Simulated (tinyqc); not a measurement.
Local against global planarity over time: chemical-mechanical planarisation: Preston law, pattern density and step-height reduction. Computed by tinyqc, a small Python program. Command: `OMP_NUM_THREADS=1 python tinyqc.py 3018718 3018719 out.jsonl cmp walk`. One thread of a shared host (Intel(R) Xeon(R) Processor @ 2.30GHz), about 0.01 s of CPU time with the checks.

A row of 10 cells, repeated periodically, holds raised features that cover a share rho of each cell.

Inputs (values chosen for the exercise, close to those used for copper polishing):
```
quantity                          value  unit
Preston coefficient K           1.5e-13  1/Pa
pressure P                           14   kPa
platen and carrier speed             80   rpm
distance between the centres         15    cm
initial step height h0              260    nm
contact height h_c                   43    nm
film above the raised areas z0      460    nm
cell size                           1.5    mm
planarisation length                  4    mm
```

local pattern densities, cell by cell: 0.25  0.6  0.3  0.2  0.8  0.5  0.9  0.25  0.2  0.3

Method:
- With equal rotation speeds the relative speed is uniform, v = omega r_c; Preston rate R0 = K P v.
- The stiff pad averages the density: rho_eff(i) = sum_j w_ij rho_j / sum_j w_ij, w = exp(-2 d^2/L^2), L the planarisation length and d the distance between cell centres, summed over all periodic images of cell j.
- While h > h_c only raised areas polish, at R0/rho_eff, until t_c = rho_eff (h0 - h_c)/R0. After that h = h_c exp(-(t - t_c)/tau), tau = rho_eff h_c/R0; low areas polish at R0 (1 - h/h_c) and raised areas at R0 [1 + (1 - rho_eff) h/(rho_eff h_c)]. Removed from raised areas after t_c: h0 - h_c + R0 (t - t_c) + (1 - rho_eff)(h_c - h); from low areas: R0 (t - t_c) - rho_eff (h_c - h). Film left = z0 less the removal from raised areas.
- Times are multiples of h0/R0; the range is the largest minus the smallest removal from raised areas.

effective densities: 0.343286  0.379095  0.395285  0.444448  0.535922  0.592303  0.549869  0.428773  0.325730  0.305288

blanket rate R0 = 2.63894 nm/s

Steps and range (nm):
```
multiple   t (s)  largest step  smallest step  range across the row  mean removal from raised areas
0.10        9.85        216.10         174.83                 41.27                           63.39
0.20       19.70        172.21          89.67                 82.54                          126.78
0.30       29.56        128.31          17.57                114.73                          188.86
0.45       44.34         62.47           0.90                 99.47                          256.05
0.60       59.11         14.62           0.05                 80.55                          302.56
0.80       78.82          1.90           0.00                 75.40                          356.02
1.00       98.52          0.25           0.00                 74.72                          408.18
1.30      128.08          0.01           0.00                 74.63                          486.20
1.70      167.49          0.00           0.00                 74.62                          590.20
```

What does the comparison show, and why?

Local steps shrink to 0.01 nm or less, but the range across the row reaches up to 114.7 nm among these rows and ends at 74.6 nm, against the limit (largest - smallest rho_eff) h0 = 74.6 nm: once flat, all cells polish alike and the difference stays. Evener density (dummy fill), a longer planarisation length or a smaller initial step reduces it. Caution: in the last rows the removal passes z0 somewhere, so they describe a thicker film than the one given.

Extremes, crossings and ranges named in words are read from the listed rows.
